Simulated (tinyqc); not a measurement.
Limits against temperature: thermal and gravitational stress in a wafer during furnace and rapid thermal processing, and the onset of slip. Computed by tinyqc, a small Python program. Command: `OMP_NUM_THREADS=1 python tinyqc.py 3027198 3027199 out.jsonl slip walk`. One thread of a shared host (Intel(R) Xeon(R) Processor @ 2.30GHz), about 0.01 s of CPU time with the checks.

A thin free disc in plane stress, isotropic; T(r) = T_centre + dT (r/R)^n. Stress is positive in tension; sigma_SB = 5.670374419e-8 W/(m^2 K^4), g = 9.80665 m/s^2.

Inputs (values chosen for the exercise, modelled on silicon): wafer radius R = 75 mm; thickness t = 675 micrometre; Young's modulus E = 145 GPa; expansion alpha = 4.48 1e-6/K; prefactor A of the critical stress = 0.00037 MPa; energy U of the critical stress = 0.997 eV; density rho = 2330 kg/m^3; heat capacity c = 967 J/(kg K); conductivity k = 23.8 W/(m K); wafer spacing s = 13 mm.

Constants: k_B = 8.617333262e-05 eV/K.

Method. Critical resolved stress tau_c = A exp(U/(k_B T)), a form chosen for the exercise; slip when 0.492799 |s_tt(R)| > tau_c; allowed |dT| = tau_c (n + 2)/(0.492799 n alpha E). In a stack heated from the rim, heat flows inward by conduction and by radiation between wafers: k_eff = k + (16/3) sigma_SB T^3 s^2/t (a diffusion estimate with the spacing as path length). A steady ramp gives the parabolic lag dT = rho c (ramp) R^2/(4 k_eff); the allowed ramp uses n = 2.

For the parabolic profile:
```
T (K)  tau_c (MPa)  allowed |dT| (K)  k_eff (W/(m K))  allowed ramp (K/min)
1050        22.573            141.03           111.45                297.65
1125        10.828             67.65           131.61                168.60
1200         5.694             35.57           154.64                104.17
1275         3.229             20.18           180.74                 69.05
1350         1.951             12.19           210.09                 48.48
1425         1.242              7.76           242.90                 35.70
1500         0.828              5.17           279.34                 27.36
```

From 1050 to 1500 K the allowed difference falls 27 times and the allowed ramp 11 times; radiation, which grows as T^3, gives back a factor 2.51. Ramps must slow as the wafer gets hotter.
